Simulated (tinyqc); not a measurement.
Plane-wave Kohn-Sham cycle with exchange-only LDA in a layered model solid, step by step. One step of it, computed by the program tinyqc.

Question. Iteration 2: Hamiltonian at one k. H(m,m') = (k + G_m)^2/2 delta + V(G_m - G_m'), with V(-G) = V(G).

A solid whose potential varies along x alone (atomic units):
```
parameter                      value
period a                   15.100000
cross-section of the cell  24.000000
electrons per cell                 4
grid points                       16
plane waves -n..n, n               2
k points                           4
V1 in V1 cos(2 pi x/a)     -0.170000
```

V(G_m), m = 0, 1, 2, ... (hartree): -0.218203  0.017161  -0.002034  -0.000553  -0.000052

k = 0.125000 2 pi / a

Give: H.

Answer.

H (hartree), lower triangle:
```
        -2      -1      +0      +1     +2
-2   0.086
-1   0.017  -0.152
+0  -0.002   0.017  -0.217
+1  -0.001  -0.002   0.017  -0.109
+2   0.000  -0.001  -0.002   0.017  0.173
```
